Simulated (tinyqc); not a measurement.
# Worked calculation: random telegraph noise from one oxide trap in a small MOSFET

tinyqc, about 0.01 s, one thread, Intel Xeon 2.30GHz (shared host): `OMP_NUM_THREADS=1 python tinyqc.py 2710116 2710117 out.jsonl` Printed values are rounded.

An acceptor-like trap exchanges electrons with the channel. Inversion charge Q = Cox u, u = n Vt W0(exp((Vg - VT)/(n Vt))), W0 the Lambert function, n = nf, Cox = eps0 eox/tox; linear regime Id = (W/L) mu Q Vd. Relative to threshold the surface potential rises by Vt ln(u/u0) and the oxide voltage by the rest of Vg - VT, with u0 = n Vt W0(1).

Parameters, values chosen for the exercise; values of the order met in silicon transistors:
```
symbol,value,unit,meaning
T,200,K,temperature
eox,3.9,,relative permittivity of the gate insulator (close to silicon dioxide)
tox,1.7,nm,insulator thickness
xt,0.46,nm,depth of the trap from the channel interface
E0,-0.05,eV,trap level above the channel Fermi level at threshold
s0,3e-15,cm^2,capture prefactor
EB,0.37,eV,capture barrier (lattice relaxation)
lt,0.12,nm,tunnelling decay length
vth,2.3e7,cm/s,thermal velocity
zi,3,nm,thickness of the inversion layer
VT,0.45,V,threshold voltage
nf,1.1,,body factor
W,32,nm,gate width
L,49,nm,gate length
mu,250,cm^2/(V s),mobility
asc,3.5e-16,V s,scattering coefficient of the charged trap
Vd,0.05,V,drain voltage
Vg,0.46,V,gate voltage
```

Constants: q = 1.602176634e-19 C, kB = 1.380649e-23 J/K, Vt = kB T/q, eps0 = 8.8541878128e-14 F/cm where lengths are in cm. Results are converted to the units shown.

Range of the model: With fewer than ten electrons in the channel, current percolates around random dopants and traps, and real steps can be several times larger than this uniform estimate. VT is taken as given; short-channel effects and the uneven flow of current among few electrons are left out.

## Trap level, time constants and occupancy

N = Cox u/q; dpsi = Vt ln(u/u0); E = E0 - dpsi - (xt/tox)(Vg - VT - dpsi); capture time tc = 1/[(N/zi) vth s0 exp(-xt/lt - EB/Vt)]; emission time te = tc exp(-E/Vt); occupancy te/(tc + te).

u = 0.0147536 V
N = 1.87048e11 cm^-2
dpsi = 0.00545304 V
E = -0.0566834 eV
tc = 2.26310 s
te = 60.6824 s
occupancy = 0.964047

The trap lies 3.3 Vt below the Fermi level, so it is filled 96.4 % of the time.

## Step height

A = W L; threshold step dV = q (1 - xt/tox)/(Cox A); gm/Id = 1/(u + n Vt); relative step dI/I = (gm/Id) dV + asc mu/A. Id as defined.

electrons in the channel N A = 2.93291
dV = 3.66921 mV
gm/Id = 29.6632 1/V
number part of dI/I = 10.8841 %
dI/I = 11.4421 %
Id = 0.244640 uA
dI = 27.9919 nA

## Lorentzian spectrum

Spectrum S(f) = 4 dI^2/{(tc + te)[(1/tc + 1/te)^2 + (2 pi f)^2]}; corner fc = (1/tc + 1/te)/(2 pi); variance dI^2 tc te/(tc + te)^2. Give S at f = 0, at fc and at 10 fc.

fc = 0.0729487 Hz
S(0) = 2.37010e-16 A^2/Hz
S(fc) = 1.18505e-16 A^2/Hz
S(10 fc) = 2.34663e-18 A^2/Hz
rms current = 5.21137 nA

The rms value is 0.186 of the step; it reaches its largest share, 1/2, when tc = te.
